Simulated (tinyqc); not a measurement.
Worked calculation: RKS/BP86 in the sto-3g basis, for H4, spin multiplicity 1. Computed by tinyqc, a small Python program that keeps every step (integrals from PySCF). Settings: charge = 0, multiplicity = 1, basis = sto-3g, energy threshold = 1e-09, iteration cap = 76, orthogonalisation = canonical, start = core, DIIS depth = 0, method = RKS, functional = b88,p86, grid = [40, 50]. Command: `OMP_NUM_THREADS=1 python tinyqc.py 28762 28763 out.jsonl` (the two numbers bound the seeds that draw the settings). One thread of a shared host (Intel(R) Xeon(R) Processor @ 2.60GHz), about 1 s of CPU time with the checks. Later iterations appear only in the table of the cycle.

## One-electron integrals

Geometry (angstrom):

| atom | x | y | z |
|---|---|---|---|
| H | 0.0000 | 0.0000 | 0.0000 |
| H | 0.0000 | 0.0000 | 1.1080 |
| H | 0.0000 | 0.0000 | 3.0430 |
| H | 0.0000 | 0.0000 | 4.1500 |

Basis sto-3g: exponents (1/bohr^2) and contraction coefficients of normalised primitives:

| element | l (shell) | exponent | coefficient |
|---|---|---|---|
| H | s (1) | 3.4253 | 0.1543 |
| H | s (1) | 0.6239 | 0.5353 |
| H | s (1) | 0.1689 | 0.4446 |

Overlap, kinetic and nuclear-attraction integrals over the contracted functions; the nuclear repulsion is the sum of Za Zb / Rab.

nuclear repulsion = 1.704471 hartree

overlap S, lower triangle:
```
        1H 1s   2H 1s   3H 1s   4H 1s
1H 1s  1.0000
2H 1s  0.4352  1.0000
3H 1s  0.0167  0.1325  1.0000
4H 1s  0.0012  0.0167  0.4358  1.0000
```

kinetic energy T (hartree), lower triangle:
```
         1H 1s    2H 1s   3H 1s   4H 1s
1H 1s   0.7600
2H 1s   0.0760   0.7600
3H 1s  -0.0063  -0.0092  0.7600
4H 1s  -0.0009  -0.0063  0.0763  0.7600
```

nuclear attraction V (hartree), lower triangle:
```
         1H 1s    2H 1s    3H 1s    4H 1s
1H 1s  -1.9960
2H 1s  -0.8202  -2.1419
3H 1s  -0.0265  -0.2187  -2.1422
4H 1s  -0.0018  -0.0265  -0.8215  -1.9965
```

core Hamiltonian H = T + V (hartree), lower triangle:
```
         1H 1s    2H 1s    3H 1s    4H 1s
1H 1s  -1.2360
2H 1s  -0.7442  -1.3819
3H 1s  -0.0327  -0.2278  -1.3822
4H 1s  -0.0027  -0.0328  -0.7452  -1.2364
```

## Two-electron integrals

Functions are numbered as in S; the eight-fold symmetry (ij|kl) = (ji|kl) = (kl|ij) leaves the list below.

Two-electron integrals (ij|kl) in chemists' order, unique and non-zero (hartree):
```
(11|11) 0.7746     (21|11) 0.2623     (21|21) 0.1181     (22|11) 0.4443
(22|21) 0.2623     (22|22) 0.7746     (31|11) 0.0059     (31|21) 0.0032
(31|22) 0.0088     (31|31) 1.28e-04   (32|11) 0.0349     (32|21) 0.0203
(32|22) 0.0631     (32|31) 0.0010     (32|32) 0.0092     (33|11) 0.1739
(33|21) 0.0934     (33|22) 0.2723     (33|31) 0.0059     (33|32) 0.0631
(33|33) 0.7746     (41|11) 3.13e-04   (41|21) 1.76e-04   (41|22) 0.0005
(41|31) 8.69e-06   (41|32) 7.66e-05   (41|33) 0.0005     (41|41) 6.51e-07
(42|11) 0.0035     (42|21) 0.0020     (42|22) 0.0059     (42|31) 1.08e-04
(42|32) 0.0010     (42|33) 0.0088     (42|41) 8.71e-06   (42|42) 1.29e-04
(43|11) 0.0644     (43|21) 0.0334     (43|22) 0.0935     (43|31) 0.0019
(43|32) 0.0204     (43|33) 0.2627     (43|41) 1.77e-04   (43|42) 0.0032
(43|43) 0.1184     (44|11) 0.1275     (44|21) 0.0643     (44|22) 0.1739
(44|31) 0.0035     (44|32) 0.0349     (44|33) 0.4446     (44|41) 3.13e-04
(44|42) 0.0059     (44|43) 0.2627     (44|44) 0.7746
```

## Orthogonalisation

S = U s U^T; canonical form X = U s^(-1/2), so that X^T S X = 1. Each column of U has its largest component positive (the first on a tie).

eigenvalues of S: 0.5092  0.6099  1.3571  1.5238

X:
```
             1        2        3       4
1H 1s   0.6421   0.6862   0.4619  0.3741
2H 1s  -0.7512  -0.5943   0.3953  0.4326
3H 1s   0.7547  -0.5906  -0.3938  0.4338
4H 1s  -0.6461   0.6831  -0.4606  0.3755
```

## Starting guess

The start is the orbitals of the core Hamiltonian; D = 2 C_occ C_occ^T.

D at the start, lower triangle:
```
         1H 1s    2H 1s   3H 1s   4H 1s
1H 1s   0.3581
2H 1s   0.6222   1.1025
3H 1s  -0.0851   0.0050  1.1017
4H 1s  -0.0979  -0.0855  0.6222  0.3585
```

## Iteration 1: exchange-correlation on the grid

Becke grid with 40 radial and 50 angular points per atom, points of zero weight dropped. rho = sum D_ij phi_i phi_j; V_xc,ij = sum w v_xc phi_i phi_j plus the gradient terms; v_xc is d(rho eps)/d rho at fixed gradient.

The 8 grid points with the largest w rho, of 7932 (bohr, atomic units):

| x | y | z | w | rho | \|grad rho\|^2 | eps_xc | v_xc |
|---|---|---|---|---|---|---|---|
| 0.0000 | 0.8194 | 1.2744 | 0.0476 | 0.0708 | 0.0144 | -0.3678 | -0.4520 |
| 0.0000 | -0.8194 | 1.2744 | 0.0476 | 0.0708 | 0.0144 | -0.3678 | -0.4520 |
| 0.8194 | 0.0000 | 1.2744 | 0.0476 | 0.0708 | 0.0144 | -0.3678 | -0.4520 |
| -0.8194 | 0.0000 | 1.2744 | 0.0476 | 0.0708 | 0.0144 | -0.3678 | -0.4520 |
| -0.8194 | 0.0000 | 6.5698 | 0.0476 | 0.0709 | 0.0144 | -0.3679 | -0.4522 |
| 0.8194 | 0.0000 | 6.5698 | 0.0476 | 0.0709 | 0.0144 | -0.3679 | -0.4522 |
| 0.0000 | 0.8194 | 6.5698 | 0.0476 | 0.0709 | 0.0144 | -0.3679 | -0.4522 |
| 0.0000 | -0.8194 | 6.5698 | 0.0476 | 0.0709 | 0.0144 | -0.3679 | -0.4522 |

electrons on the grid, sum of w rho = 4.0003

E_xc = sum of w rho eps_xc = -1.390373 hartree

V_xc (hartree), lower triangle:
```
         1H 1s    2H 1s    3H 1s    4H 1s
1H 1s  -0.3924
2H 1s  -0.1778  -0.4771
3H 1s  -0.0053  -0.0437  -0.4771
4H 1s  -0.0003  -0.0053  -0.1780  -0.3925
```

## Iteration 1: building the Kohn-Sham matrix

J_ij = sum D_kl (ij|kl); F = H + J + V_xc; E = tr D H + tr D J / 2 + E_xc + E_nn.

Coulomb J (hartree), lower triangle:
```
        1H 1s   2H 1s   3H 1s   4H 1s
1H 1s  1.4098
2H 1s  0.6968  1.8162
3H 1s  0.0259  0.2146  1.8163
4H 1s  0.0018  0.0259  0.6979  1.4105
```

Kohn-Sham matrix F (hartree), lower triangle:
```
         1H 1s    2H 1s    3H 1s    4H 1s
1H 1s  -0.2186
2H 1s  -0.2251  -0.0428
3H 1s  -0.0121  -0.0570  -0.0430
4H 1s  -0.0012  -0.0121  -0.2254  -0.2184
```

total energy of this density = -2.090821 hartree

## Iteration 1: diagonalisation and new density

Diagonalise F' = X^T F X, C = X C', fill 2 alpha and 2 beta electrons from the bottom; D = 2 C_occ C_occ^T. Each column has its largest component positive (the first on a tie).

F' = X^T F X (hartree), lower triangle:
```
         1        2        3        4
1   0.2492
2   0.0001   0.1091
3  -0.0978  -0.0005  -0.2432
4   0.0003  -0.0969   0.0000  -0.2534
```

orbital energies (hartree): MO1 -0.2776, MO2 -0.2620, MO3 0.1333, MO4 0.2679

coefficients C:
```
          MO1      MO2      MO3      MO4
1H 1s  0.5300   0.5744  -0.5735   0.5448
2H 1s  0.2760   0.2459   0.6811  -0.8126
3H 1s  0.2764  -0.2462   0.6787   0.8148
4H 1s  0.5299  -0.5738  -0.5726  -0.5472
```

D after iteration 1, lower triangle:
```
         1H 1s   2H 1s   3H 1s   4H 1s
1H 1s   1.2217
2H 1s   0.5751  0.2733
3H 1s   0.0102  0.0316  0.2741
4H 1s  -0.0975  0.0104  0.5755  1.2200
```

## Iteration 2: exchange-correlation on the grid

As before.

The 8 grid points with the largest w rho, of 7932 (bohr, atomic units):

| x | y | z | w | rho | \|grad rho\|^2 | eps_xc | v_xc |
|---|---|---|---|---|---|---|---|
| -0.7099 | 0.0000 | 0.7099 | 0.0366 | 0.0931 | 0.0286 | -0.3998 | -0.4916 |
| 0.0000 | 0.7099 | 0.7099 | 0.0366 | 0.0931 | 0.0286 | -0.3998 | -0.4916 |
| 0.0000 | -0.7099 | 0.7099 | 0.0366 | 0.0931 | 0.0286 | -0.3998 | -0.4916 |
| 0.7099 | 0.0000 | 0.7099 | 0.0366 | 0.0931 | 0.0286 | -0.3998 | -0.4916 |
| 0.0000 | 0.7099 | 7.1325 | 0.0366 | 0.0931 | 0.0286 | -0.3998 | -0.4917 |
| -0.7099 | 0.0000 | 7.1325 | 0.0366 | 0.0931 | 0.0286 | -0.3998 | -0.4917 |
| 0.7099 | 0.0000 | 7.1325 | 0.0366 | 0.0931 | 0.0286 | -0.3998 | -0.4917 |
| 0.0000 | -0.7099 | 7.1325 | 0.0366 | 0.0931 | 0.0286 | -0.3998 | -0.4917 |

electrons on the grid, sum of w rho = 4.0002

E_xc = sum of w rho eps_xc = -1.407242 hartree

V_xc (hartree), lower triangle:
```
         1H 1s    2H 1s    3H 1s    4H 1s
1H 1s  -0.4836
2H 1s  -0.1762  -0.3772
3H 1s  -0.0042  -0.0325  -0.3775
4H 1s  -0.0003  -0.0043  -0.1765  -0.4835
```

## Iteration 2: building the Kohn-Sham matrix

As before.

Coulomb J (hartree), lower triangle:
```
        1H 1s   2H 1s   3H 1s   4H 1s
1H 1s  1.6491
2H 1s  0.6718  1.4548
3H 1s  0.0214  0.1672  1.4555
4H 1s  0.0015  0.0215  0.6728  1.6489
```

Kohn-Sham matrix F (hartree), lower triangle:
```
         1H 1s    2H 1s    3H 1s    4H 1s
1H 1s  -0.0705
2H 1s  -0.2486  -0.3042
3H 1s  -0.0156  -0.0931  -0.3042
4H 1s  -0.0015  -0.0156  -0.2490  -0.0711
```

total energy of this density = -2.016083 hartree

## Iteration 2: diagonalisation and new density

As before.

F' = X^T F X (hartree), lower triangle:
```
         1       2        3        4
1   0.1555
2   0.0001  0.0823
3   0.1277  0.0007  -0.2650
4  -0.0004  0.1274   0.0001  -0.3411
```

orbital energies (hartree): MO1 -0.3765, MO2 -0.3007, MO3 0.1177, MO4 0.1912

coefficients C:
```
          MO1      MO2      MO3      MO4
1H 1s  0.1774   0.2704   0.7602  -0.7444
2H 1s  0.5756   0.5837  -0.4545   0.6183
3H 1s  0.5763  -0.5821  -0.4553  -0.6192
4H 1s  0.1784  -0.2708   0.7598   0.7449
```

D after iteration 2, lower triangle:
```
         1H 1s    2H 1s   3H 1s   4H 1s
1H 1s   0.2092
2H 1s   0.5199   1.3441
3H 1s  -0.1103  -0.0162  1.3419
4H 1s  -0.0831  -0.1108  0.5208  0.2103
```

## Convergence

Stop when the energy changes by less than 1e-09 hartree and every element of the error matrix X^T (F D S - S D F) X is below 9e-06.

Course of the cycle:

| iteration | E (hartree) | change | largest element of the error matrix |
|---|---|---|---|
| 1 | -2.090821 | - | 3.57e-01 |
| 2 | -2.016083 | 7.47e-02 | 4.24e-01 |
| 3 | -1.933252 | 8.28e-02 | 5.18e-01 |
| 4 | -1.854591 | 7.87e-02 | 5.37e-01 |
| 5 | -1.803395 | 5.12e-02 | 6.03e-01 |
| 6 | -1.770340 | 3.31e-02 | 5.73e-01 |
| 7 | -1.756702 | 1.36e-02 | 6.25e-01 |
| 8 | -1.747262 | 9.44e-03 | 5.80e-01 |
| 9 | -1.745859 | 1.40e-03 | 6.30e-01 |
| 10 | -1.742360 | 3.50e-03 | 5.82e-01 |
| 11 | -1.743655 | -1.29e-03 | 6.31e-01 |
| 12 | -1.741384 | 2.27e-03 | 5.82e-01 |
| 13 | -1.743220 | -1.84e-03 | 6.31e-01 |
| 14 | -1.741192 | 2.03e-03 | 5.82e-01 |
| ... | ... | ... | ... |
| 63 | -1.743114 | -1.97e-03 | 6.31e-01 |
| 64 | -1.741145 | 1.97e-03 | 5.82e-01 |
| 65 | -1.743114 | -1.97e-03 | 6.31e-01 |
| 66 | -1.741145 | 1.97e-03 | 5.82e-01 |
| 67 | -1.743114 | -1.97e-03 | 6.31e-01 |
| 68 | -1.741145 | 1.97e-03 | 5.82e-01 |
| 69 | -1.743114 | -1.97e-03 | 6.31e-01 |
| 70 | -1.741145 | 1.97e-03 | 5.82e-01 |
| 71 | -1.743114 | -1.97e-03 | 6.31e-01 |
| 72 | -1.741145 | 1.97e-03 | 5.82e-01 |
| 73 | -1.743114 | -1.97e-03 | 6.31e-01 |
| 74 | -1.741145 | 1.97e-03 | 5.82e-01 |
| 75 | -1.743114 | -1.97e-03 | 6.31e-01 |
| 76 | -1.741145 | 1.97e-03 | 5.82e-01 |

PySCF RKS in the same basis, fine grid = -2.206705 hartree

Not converged within the cap of 76 iterations: the residual has stopped falling: the iteration swings between two states. Reruns (cap 100 unless said): DIIS 8: converged in 9; damping 0.5: converged in 28; level shift 0.5: converged in 13; atomic densities as start, DIIS 8: converged in 7; the original settings with a cap of 400: not converged.
